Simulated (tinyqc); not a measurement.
Inside a calculation. Method: FCI on RHF in the sto-3g basis, for H2, spin multiplicity 1. One step of it, computed by the program tinyqc.

Task: FCI: roots. Diagonalise (each vector has its largest component positive (the first on a tie)); all determinants have Ms = 0, so triplets appear too. The lowest singlet root is the correlation energy.

Occupation strings over the orbitals (2 doubly, a alpha, b beta, 0 empty; spin orbitals ordered 1a 1b 2a 2b ...): 20 ab ba 02

H - E(HF) between determinants (hartree), lower triangle:
```
          20         ab        ba        02
20  0.000000
ab  0.000000   0.417326
ba  0.000000  -0.206298  0.417326
02  0.206298   0.000000  0.000000  0.864685
```

Give: lowest roots of this matrix, relative to E(HF); lowest vectors; <S^2> of these roots; weight of the ground state by excitation level 0, 1, 2, ....

Result:

lowest roots of this matrix, relative to E(HF) (hartree): -0.0467  0.2110  0.6236  0.9114

lowest vectors:
```
     root 1  root 2   root 3  root 4
20   0.9753  0.0000   0.0000  0.2208
ab   0.0000  0.7071   0.7071  0.0000
ba   0.0000  0.7071  -0.7071  0.0000
02  -0.2208  0.0000   0.0000  0.9753
```

<S^2> of these roots: 0.0000  2.0000  0.0000  0.0000

weight of the ground state by excitation level 0, 1, 2, ...: 0.9513  0.0000  0.0487
